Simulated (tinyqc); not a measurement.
A ladder of methods, and size consistency: correlation methods against full CI in the 6-311g basis, for H2, spin multiplicity 1. Computed by the program tinyqc with PySCF. 

Geometry (angstrom):
```
atom,x,y,z
H,0.0000,0.0000,0.0000
H,0.0000,0.0000,0.9560
```

RHF energy of one = -1.104583 hartree

All electrons correlated; +Q is the Davidson correction (1 - c0^2) E_corr. The last columns treat two copies 100 angstrom apart as one system. FCI is the lowest singlet.

Correlation energies (hartree):
```
method,E_corr of one,share of FCI (%),E_corr of two at 100 angstrom,two minus twice one (mhartree)
MP2,-0.02017,64.723,-0.04034,0.000
CISD,-0.03116,100.000,-0.06077,1.554
CISD+Q,-0.03198,102.631,-0.06372,0.247
CCSD,-0.03116,100.000,-0.06232,0.000
CCSD(T),-0.03116,100.000,-0.06232,0.000
FCI,-0.03116,100.000,-,-
```

MP2 recovers 65 %, CISD 100.0 % and CCSD 100.0 % of the FCI value (c0^2 = 0.974 in CISD). MP2 and coupled cluster are size consistent, so their last column vanishes; CISD loses 1.55 mhartree, since a double excitation on each copy is a quadruple of the pair, and the Davidson correction leaves +0.25. With two electrons, or one virtual orbital, CISD and CCSD are exact for one copy, so +Q overshoots there.
